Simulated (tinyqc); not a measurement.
Strain-driven crossing of the Gamma and L valleys in a germanium-like crystal alloyed with tin: sweeps and comparisons. A value that a table varies takes the place of the one given here.

Biaxial loads: e0 is the in-plane strain e_par and the normal is free. (001): e_perp = -2 (C12/C11) e_par; exx = eyy = e_par, ezz = e_perp, no shear. (111): e_perp = -(2 C11 + 4 C12 - 4 C44)/(C11 + 2 C12 + 4 C44) e_par; exx = eyy = ezz = (2 e_par + e_perp)/3 and exy = eyz = ezx = (e_perp - e_par)/3. (110): e_perp = -(C11 + 3 C12 - 2 C44)/(C11 + C12 + 2 C44) e_par; exx = eyy = (e_par + e_perp)/2, ezz = e_par, exy = (e_perp - e_par)/2, eyz = ezx = 0. Uniaxial loads: a stress along n, scaled so that n.e.n = e0, with exx = s11 sxx + s12 (syy + szz), exy = s44 sxy/2, s11 = (C11 + C12)/((C11 - C12)(C11 + 2 C12)), s12 = -C12/((C11 - C12)(C11 + 2 C12)), s44 = 1/C44.

Edges from the unstrained valence top: Gamma at Eg + ac tr(e); an L valley with unit axis u at EgL + aL tr(e) + XuL (u.e.u - tr(e)/3), u along [111], [1-1-1], [-11-1], [-1-11]; valence edges are the levels of the 6 x 6 matrix of X, Y, Z times spin with -Dso/3 + l exx + m (eyy + ezz) on the diagonal (cyclic), n exy off it, l = av + 2 b, m = av - b, n = sqrt(3) d. Spin-orbit term (Dso/3) L.sigma on X, Y, Z with (L_k)_ij = -i epsilon_kij: <X+|H|Y+> = -i Dso/3, <X+|H|Z-> = Dso/3, <Y+|H|Z-> = -i Dso/3, <Z+|H|X-> = -Dso/3, <Z+|H|Y-> = i Dso/3, <X-|H|Y-> = i Dso/3, and their conjugates; + and - are the spin along z.

With tin the unstrained gaps become E(y) = (1 - y) E + y EgS - CS y (1 - y); all other values are kept.
Constants: kB = 8.617333262e-05 eV/K.

Values chosen for the exercise (near those of Ge, gaps at low temperature; the results hold for these values, not for the real material): Eg = 0.886 eV (gap at Gamma to the s-like level); EgL = 0.754 eV (gap to L); Dso = 0.292 eV (spin-orbit splitting); ac = -8.33 eV (conduction deformation potential); av = 1.26 eV (valence hydrostatic potential); b = -2.54 eV (tetragonal shear potential); d = -5.21 eV (trigonal shear potential); aL = -1.48 eV (hydrostatic potential of the L edge, Xd + Xu/3); XuL = 16.54 eV (uniaxial potential, L); y = 0.068 (tin fraction); EgS = (-0.434, 0.132) eV (Gamma and L gaps of the tin end); CS = (2.59, 0.83) eV (bowing of the Gamma and L gaps); C11 = 128.4 GPa; C12 = 48.4 GPa; C44 = 67.4 GPa; load = uniaxial [111] (kind of strain); mG = 0.0419 m0 (mass at Gamma); mL = 0.55 m0 (density-of-states mass of the four L valleys together); T = 300 K (temperature); e0 = 0.0408 (size of the strain).

## Sweep of a uniaxial [111] strain

The valence splitting is the distance of the top two edges. Share in Gamma = mG^(3/2)/(mG^(3/2) + (mL^(3/2)/4) sum_i exp(-(E_Li - E_Gamma)/kT)).

Results:
```
e0 (%)  direct gap (eV)  indirect gap (eV)  Gamma - L (meV)  valence splitting (meV)  share in Gamma (%)
-1.68             0.667              0.400              266                      135            0.000282
-0.64             0.649              0.564               85                       48               0.302
0.40              0.592              0.621              -29                       26                7.74
1.44              0.487              0.521              -34                       81                9.48
2.48              0.382              0.421              -39                      116                11.3
3.52              0.277              0.321              -44                      137                13.4
4.56              0.172              0.221              -49                      150                15.9
5.60              0.067              0.121              -54                      158                18.7
```

Gamma drops below the lowest L valley between e0 = -0.64 and 0.40 %. This load splits the L valleys, and the lowest set changes where e0 changes sign, which bends the column Gamma - L. The direct gap goes from 0.667 to 0.067 eV; of that change -0.118 eV comes from the rise of the valence top through the shear terms and the rest from the volume. The share in Gamma goes from 0.000282 to 18.7 %. Beyond about 3 % terms of second order in the strain, left out here, matter.

## What each parameter does

Direct gap, Gamma minus the lowest L edge and the valence splitting. Each row changes one parameter from the base and keeps the others.

Results:
```
case             direct gap (eV)  Gamma - L (meV)  valence splitting (meV)
base                      0.2200            -47.0                    144.5
aL = -1.702 eV            0.2200            -40.8                    144.5
C12 = 41.14 GPa           0.2081            -59.8                    143.7
Dso = 0.3358 eV           0.2200            -47.0                    157.8
y = 0.0578                0.2566            -24.2                    144.5
C44 = 77.51 GPa           0.1946            -74.3                    142.8
ac = -7.0805 eV           0.2553            -11.8                    144.5
e0 = 0.03468              0.2818            -44.0                    135.9
```

The largest shifts from the base row, up to three for each result and ties (the steps differ in size, so this ranks the rows, not the parameters). direct gap (eV): e0 +0.0618, y +0.0366, ac +0.0352; unchanged at the printed digits by aL and Dso. Gamma - L (meV): ac +35.2, C44 -27.3, y +22.8; unchanged at the printed digits by Dso. valence splitting (meV): Dso +13.3, e0 -8.6, C44 -1.7; unchanged at the printed digits by aL, y and ac.

tinyqc: `OMP_NUM_THREADS=1 python tinyqc.py 1081095 1081096 out.jsonl`; about 0.01 s, one thread, shared Intel(R) Xeon(R) Processor @ 2.30GHz.
